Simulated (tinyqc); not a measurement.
CCD on RHF in the 6-311g basis, for He, spin multiplicity 1, step by step. Computed by tinyqc, a small Python program that keeps every step (integrals from PySCF). Settings: charge = 0, multiplicity = 1, basis = 6-311g, method = RHF, energy threshold = 1e-10, iteration cap = 66, orthogonalisation = symmetric, start = atomic densities, DIIS depth = 6, amplitude equations = CCD, DIIS depth for amplitudes = 4, cap on updates = 64. Command: `OMP_NUM_THREADS=1 python tinyqc.py 21014 21015 out.jsonl` (the two numbers bound the seeds that draw the settings). One thread of a shared host (Intel(R) Xeon(R) Processor @ 2.60GHz), about 0.08 s of CPU time with the checks. The early iterations of the SCF are left out here.

## One-electron integrals

Geometry (angstrom):
```
atom,x,y,z
He,0.000000,0.000000,0.000000
```

Basis 6-311g: exponents (1/bohr^2) and contraction coefficients of normalised primitives:
```
element,l (shell),exponent,coefficient
He,s (1),98.124300,0.028745
He,s (1),14.768900,0.208061
He,s (1),3.318830,0.837635
He,s (2),0.874047,1.000000
He,s (3),0.244564,1.000000
```

Overlap, kinetic and nuclear-attraction integrals over the contracted functions; the nuclear repulsion is the sum of Za Zb / Rab.

nuclear repulsion = 0 hartree

overlap S, lower triangle:
```
,1He 1s,1He 2s,1He 3s
1He 1s,1.000000
1He 2s,0.680472,1.000000
1He 3s,0.328596,0.751574,1.000000
```

kinetic energy T (hartree), lower triangle:
```
,1He 1s,1He 2s,1He 3s
1He 1s,6.857100
1He 2s,1.439474,1.311071
1He 3s,0.225603,0.430865,0.366846
```

nuclear attraction V (hartree), lower triangle:
```
,1He 1s,1He 2s,1He 3s
1He 1s,-7.306289
1He 2s,-3.464825,-2.983784
1He 3s,-1.535069,-1.793893,-1.578325
```

core Hamiltonian H = T + V (hartree), lower triangle:
```
,1He 1s,1He 2s,1He 3s
1He 1s,-0.449189
1He 2s,-2.025351,-1.672714
1He 3s,-1.309466,-1.363028,-1.211479
```

## Two-electron integrals

Functions are numbered as in S; the eight-fold symmetry (ij|kl) = (ji|kl) = (kl|ij) leaves the list below.

Two-electron integrals (ij|kl) in chemists' order, unique and non-zero (hartree):
```
i,j,k,l,(ij|kl)
1,1,1,1,2.395117
2,1,1,1,1.347337
2,1,2,1,0.798707
2,2,1,1,1.358411
2,2,2,1,0.863847
2,2,2,2,1.054927
3,1,1,1,0.614121
3,1,2,1,0.368625
3,1,2,2,0.406802
3,1,3,1,0.170715
3,2,1,1,0.842709
3,2,2,1,0.547009
3,2,2,2,0.700418
3,2,3,1,0.259418
3,2,3,2,0.476676
3,3,1,1,0.767030
3,3,2,1,0.510236
3,3,2,2,0.697580
3,3,3,1,0.244176
3,3,3,2,0.494732
3,3,3,3,0.558022
```

## Orthogonalisation

S = U s U^T; symmetric (Loewdin) form X = U s^(-1/2) U^T, so that X^T S X = 1.

eigenvalues of S: 0.135706  0.673445  2.190848

X, lower triangle:
```
,1He 1s,1He 2s,1He 3s
1He 1s,1.316564
1He 2s,-0.645914,1.855498
1He 3s,0.150682,-0.771405,1.436671
```

## Starting guess

The start is atomic minimal-basis densities projected into this basis (PySCF's MINAO start) and scaled to the electron count of each spin; this density is not idempotent, so its energy is not variational and may lie below the converged one.

D at the start, lower triangle:
```
,1He 1s,1He 2s,1He 3s
1He 1s,0.143012
1He 2s,0.255672,0.457085
1He 3s,0.216518,0.387086,0.327807
```

## Iteration 5 (converged): orbitals

converged F (hartree), lower triangle:
```
,1He 1s,1He 2s,1He 3s
1He 1s,1.373498
1He 2s,-1.206232,-0.594454
1He 3s,-1.105840,-0.698399,-0.371933
```

Diagonalise F' = X^T F X, C = X C', fill 1 alpha and 1 beta electrons from the bottom; D = 2 C_occ C_occ^T. Each column has its largest component positive (the first on a tie).

F' = X^T F X (hartree), lower triangle:
```
,1,2,3
1,3.873005
2,-3.174781,2.093696
3,-0.149278,-0.931509,0.259407
```

orbital energies (hartree): MO1 -0.916871, MO2 0.829434, MO3 6.313546

coefficients C:
```
,MO1,MO2,MO3
1He 1s,0.263558,-0.137951,-1.443869
1He 2s,0.487487,-1.153994,1.698764
1He 3s,0.397446,1.427937,-0.696296
```

D after iteration 5, lower triangle:
```
,1He 1s,1He 2s,1He 3s
1He 1s,0.138926
1He 2s,0.256962,0.475287
1He 3s,0.209500,0.387499,0.315926
```

## Convergence

Stop when the energy changes by less than 1e-10 hartree and every element of the error matrix X^T (F D S - S D F) X is below 3e-06.

Course of the cycle:
```
iteration,E (hartree),change,largest element of the error matrix
1,-2.85973748,-,3.09e-02
2,-2.85989279,-1.55e-04,3.20e-03
3,-2.85989542,-2.63e-06,1.44e-04
4,-2.85989542,-7.26e-09,1.80e-08
5,-2.85989542,2.66e-15,3.39e-13
```

PySCF RHF in the same basis = -2.85989542 hartree

Converged in 5 iterations.

## Populations

Mulliken: Z minus the diagonal of D S on the atom; Loewdin: the same with S^(1/2) D S^(1/2).

Charges (e):
```
atom,Mulliken,Loewdin
1He,0,0
```

## Integrals over molecular orbitals

(pq|rs) = sum C_ip C_jq C_kr C_ls (ij|kl), one index at a time.

one-electron integrals over orbitals h = C^T H C (hartree), lower triangle:
```
,1,2,3
1,-1.943024
2,0.277318,-0.343196
3,0.173910,-0.333392,4.176135
```

Two-electron integrals over orbitals (pq|rs), unique and non-zero (hartree):
```
p,q,r,s,(pq|rs)
1,1,1,1,1.026153
2,1,1,1,-0.277318
2,1,2,1,0.146549
2,2,1,1,0.659589
2,2,2,1,-0.113630
2,2,2,2,0.506646
3,1,1,1,-0.173910
3,1,2,1,0.125599
3,1,2,2,-0.078781
3,1,3,1,0.216548
3,2,1,1,0.229495
3,2,2,1,-0.120916
3,2,2,2,0.102674
3,2,3,1,-0.148688
3,2,3,2,0.127591
3,3,1,1,1.176980
3,3,2,1,-0.380997
3,3,2,2,0.727303
3,3,3,1,-0.386668
3,3,3,2,0.380658
3,3,3,3,1.599956
```

## CCD: starting amplitudes

t_ij^ab = <ij||ab> / (e_i + e_j - e_a - e_b), whose energy is MP2.

Starting amplitudes (spin orbitals 1a, 1b, ...; amplitudes related by a flip of all spins are not repeated):
```
from,to,t
1a 1b,2a 2b,-0.041960
1a 1b,3a 3b,-0.014975
1a 1b,2a 3b,-0.013992
```

correlation energy = -0.01290659 hartree

## CCD: amplitude update 1

t_ij^ab D_ij^ab are set to the remaining terms of the spin-orbital equations, evaluated with the old amplitudes; for the doubles these are <ij||ab> + 1/2 <ab||ef> t_ij^ef + 1/2 <mn||ij> t_mn^ab + P(ij)P(ab) <mb||ej> t_im^ae + terms in t^2, D the orbital-energy denominators.

Amplitudes after update 1 (spin orbitals 1a, 1b, ...; amplitudes related by a flip of all spins are not repeated):
```
from,to,t
1a 1b,2a 2b,-0.052867
1a 1b,2a 3b,-0.017198
1a 1b,3a 3b,-0.016207
```

correlation energy = -0.01557742 hartree

## CCD: amplitude update 2

As before.

Amplitudes after update 2 (spin orbitals 1a, 1b, ...; amplitudes related by a flip of all spins are not repeated):
```
from,to,t
1a 1b,2a 2b,-0.055702
1a 1b,2a 3b,-0.017973
1a 1b,3a 3b,-0.016226
```

correlation energy = -0.01619165 hartree

## CCD: amplitude update 3

t_ij^ab D_ij^ab are set to the remaining terms of the spin-orbital equations, evaluated with the old amplitudes; for the doubles these are <ij||ab> + 1/2 <ab||ef> t_ij^ef + 1/2 <mn||ij> t_mn^ab + P(ij)P(ab) <mb||ej> t_im^ae + terms in t^2, D the orbital-energy denominators. DIIS then mixes the stored amplitudes.

DIIS coefficients: -0.349360  1.349360

Amplitudes after update 3 (spin orbitals 1a, 1b, ...; amplitudes related by a flip of all spins are not repeated):
```
from,to,t
1a 1b,2a 2b,-0.056699
1a 1b,2a 3b,-0.018234
1a 1b,3a 3b,-0.016188
```

correlation energy = -0.01639497 hartree

## CCD: convergence

E_corr = 1/4 sum <ij||ab> t_ij^ab; stop when the norm of the change is below 1e-8.

Course of the amplitude iterations:
```
update,correlation energy (hartree),norm of the change
0,-0.01290659,-
1,-0.01557742,2.38e-02
2,-0.01619165,6.08e-03
3,-0.01639497,1.58e-03
4,-0.01639378,1.12e-05
5,-0.01639377,1.23e-07
6,-0.01639377,9.51e-09
```

Converged amplitudes (spin orbitals 1a, 1b, ...; amplitudes related by a flip of all spins are not repeated):
```
from,to,t
1a 1b,2a 2b,-0.056701
1a 1b,2a 3b,-0.018233
1a 1b,3a 3b,-0.016182
```

CCD total energy = -2.87628920 hartree

Converged in 6 updates, with DIIS from the third.
